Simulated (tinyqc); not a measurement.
# Electron continuity equation in a given potential, Scharfetter-Gummel discretisation: current and errors against the applied potential

Steady state in one dimension: J = q mu n E + q D dn/dx with E = -dpsi/dx and D = mu Vt, dJ/dx = q (n/tau - G), fixed densities nL and nR at the ends. The potential is given, psi = U x/L, and is not changed by the electrons.

12 equal intervals. Fluxes J_i = (q D/h)(n_(i+1) P_i - n_i Q_i), d_i = (psi_(i+1) - psi_i)/Vt: Scharfetter-Gummel P = B(d), Q = B(-d), B(d) = d/(exp(d) - 1); central P = 1 - d/2, Q = 1 + d/2; upwind P = 1 + max(-d, 0), Q = 1 + max(d, 0). Balance at each inner node: J_i - J_(i-1) = q h (n_i/tau - G). The reference is Scharfetter-Gummel on 4000 intervals or more. Errors are those of J on the first interval against the reference at its midpoint; errors under 1e-6 % are printed as 0.

Parameters, values chosen for the exercise; mobility close to that of germanium at room temperature:
- T = 293 K (temperature)
- mu = 3970 cm^2/(V s) (electron mobility)
- L = 0.39 um (length of the region)
- nL = 1.9e15 cm^-3 (density at x = 0)
- nR = 0 cm^-3 (density at x = L)
- tau = 1.5e-11 s (lifetime)
- G = 0 cm^-3 s^-1 (uniform generation rate)

Constants: q = 1.602176634e-19 C, kB = 1.380649e-23 J/K, Vt = kB T/q. Results are converted to the units shown.

Current and errors against the applied potential:

| U (V) | largest \|d\| | reference J (A/cm^2) | SG error (%) | central error (%) | upwind error (%) | most negative central n (cm^-3), 0 if none |
|---|---|---|---|---|---|---|
| 0.015 | 0.04951 | -1250 | 0.0304 | 0.0176 | 1.56 | 0 |
| 0.061 | 0.2013 | -2253 | 0.0489 | -0.0357 | 2.55 | 0 |
| 0.15 | 0.4951 | -4754 | 0.0563 | -0.0211 | 1.07 | 0 |
| 0.3 | 0.9901 | -9330 | 0.0572 | 2.11e-4 | 0.370 | 0 |
| 0.45 | 1.485 | -1.396e4 | 0.0563 | 2.75e-4 | 0.236 | 0 |
| 0.67 | 2.211 | -2.076e4 | 0.0542 | 1.25e-4 | 0.158 | 0 |
| 0.91 | 3.003 | -2.819e4 | 0.0513 | 6.82e-5 | 0.117 | 0 |
| 1.4 | 4.621 | -4.336e4 | 0.0446 | 1.46e-3 | 0.0760 | 0 |

The reference current falls from -1250 to -43400 A/cm^2. The largest errors in size are 0.057 % (Scharfetter-Gummel), 0.036 % (central) and 2.5 % (upwind). With sources Scharfetter-Gummel is no longer exact, since it takes J constant over each interval, and it is not always the most accurate for J.

Range of the model: The drift velocity mu E exceeds 1e7 cm/s somewhere, where real mobilities no longer stay constant.

tinyqc, about 0.01 s, one thread, Intel Xeon 2.30GHz (shared host): `OMP_NUM_THREADS=1 python tinyqc.py 2220025 2220026 out.jsonl`
